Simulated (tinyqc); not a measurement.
Worked calculation: grain-boundary trapping model (Seto) of a polycrystalline semiconductor film. Computed by tinyqc, a small Python program that keeps every step. Command: `OMP_NUM_THREADS=1 python tinyqc.py 3022871 3022872 out.jsonl poly walk`. One thread of a shared host (Intel(R) Xeon(R) Processor @ 2.30GHz), about 0.01 s of CPU time with the checks. Intermediate numbers are printed to about 6 digits and carried at full precision; extremes and crossings named in words are read from the listed rows.

Grains of equal size L are joined by thin boundaries with one trap level. Trapped carriers deplete a width W on each side and raise a barrier, crossed by thermionic emission. Dopants are fully ionised, statistics are non-degenerate and mu_g does not depend on T.

Inputs (values chosen for the exercise, modelled on polycrystalline SiGe):
```
quantity                                     value        unit
permittivity eps                              13.5           -
effective mass m                              0.29         m_0
effective density of states at 300 K, N_c  1.5e+19      1/cm^3
grain size L                                   200          nm
trap density Q_t                           3.6e+12      1/cm^2
trap level E_t below the band edge            0.47          eV
doping N                                   7.7e+16      1/cm^3
mobility inside the grains mu_g                200  cm^2/(V s)
temperature T                                  300           K
```

Grain interior: resistance included.

Constants: e = 1.602176634e-19 C; eps_0 = 8.8541878128e-12 F/m; k_B = 8.617333262e-05 eV/K; m_0 = 9.1093837015e-31 kg; k_B = 1.380649e-23 J/K.

## Critical doping

If all traps fill, the grain is just depleted at N* = Q_t/L, with the barrier e Q_t L/(8 eps eps_0).

N* = 1.80e+17 1/cm^3

barrier at N* with all traps filled = 1.20634 V

The traps stay filled only while e V_B is below E_t - k_B T ln(N_c(T)/N*) = 0.356 eV. The barrier above exceeds that or lies within 2 k_B T of it, so band bending brings the traps close to or above E_F before all fill, and the real maximum is lower.

## Barrier

N_c(T) = N_c (T/300 K)^(3/2). Filled traps Q = Q_t/(1 + (1/2) exp((E_t* - E_F)/k_B T)), where E_t* = e V_B - E_t and E_F are counted from the band edge at the grain centre. Partial depletion: Q = 2 N W, V_B = e N W^2/(2 eps eps_0), E_F = k_B T ln(N/N_c); solve for W. If that W would exceed L/2 the grain is fully depleted: W = L/2, Q = N L, and E_F follows from the trap equation. Centre density n_0 = N_c exp(E_F/k_B T).

depletion width W = 84.2678 nm

barrier V_B = 0.366448 V

E_F = -0.136292 eV

centre density n_0 = 7.70e+16 1/cm^3

The grain is partly depleted; 36.0 % of the traps are filled, and they hold 84.3 % of the carriers.

## Resistivity and effective mobility

Boundary: sigma_b = L e^2 n_0 exp(-e V_B/k_B T)/sqrt(2 pi m k_B T); drift through the grain, depleted parts included: rho_g = [(1 - 2W/L) + (2W/L) int_0^1 exp(y^2 s^2) ds]/(e n_0 mu_g); rho = 1/sigma_b + rho_g. Mean carrier density n_av = n_0 [(1 - 2W/L) + (2W/L) (sqrt(pi)/2) erf(y)/y], y = sqrt(e V_B/k_B T); effective mobility 1/(e n_av rho).

boundary resistivity = 30043.5 ohm cm

drift resistivity rho_g = 17944.9 ohm cm

resistivity rho = 47988.4 ohm cm

mean carrier density = 2.73873e+16 1/cm^3

effective mobility = 0.00474903 cm^2/(V s)

A single crystal with the same N and mu_g would have 0.405 ohm cm, a factor 118000 lower.

## Activation energy

E_a = d ln(rho)/d(1/k_B T) from T - 5 K and T + 5 K; temperature coefficient d ln(rho)/dT.

activation energy E_a = 0.481213 eV

temperature coefficient = -6.20644 %/K

E_a is close to the trap depth E_t = 0.47 eV, since carriers must leave the traps.

## Against the doping

The formulas are those given above.

The same film:
```
N (1/cm^3)   W (nm)   V_B (V)  mean density (1/cm^3)  mobility (cm^2/(V s))  rho (ohm cm)
5.40e+15    100.000  0.036190            8.11372e+09            1.50366e+02   5.11586e+06
1.80e+16    100.000  0.120634            4.61115e+11            2.59236e+01   5.22138e+05
4.50e+16    100.000  0.301585            9.61140e+14            6.83625e-02   9.49916e+04
9.00e+16     78.026  0.367211            3.62895e+16            4.18650e-03   4.10826e+04
1.40e+17     62.660  0.368390            7.28706e+16            3.33517e-03   2.56814e+04
2.20e+17     49.905  0.367209            1.36025e+17            3.13173e-03   1.46516e+04
3.60e+17     38.623  0.359902            2.53984e+17            3.85165e-03   6.38023e+03
7.20e+17     24.709  0.294603            5.88800e+17            4.35340e-02   2.43496e+02
1.80e+18     10.000  0.120633            1.69368e+18            2.74765e+01   1.34121e-01
7.20e+18      2.500  0.030159            7.14899e+18            1.70628e+02   5.11677e-03
```

The barrier peaks among these rows at N = 1.4e17 (0.368 V) and the mobility has its minimum at 2.2e17; N* is 1.8e17. While the grain is fully depleted (W = L/2) V_B grows as N; once all traps are filled it falls as 1/N (last exponent -1.00). From 9.0e16 to 3.6e17 it is pinned, because the trap level has met E_F and the traps fill only in part. Partly depleted rows (W < L/2) with e V_B below 2 k_B T stretch the depletion approximation. Where N approaches N_c the non-degenerate statistics fail. rho drops most steeply, as N^-8.2, between 7.2e17 and 1.8e18.

Checks made by the program: charge in the traps against the depleted charge (relative difference below 1e-10).
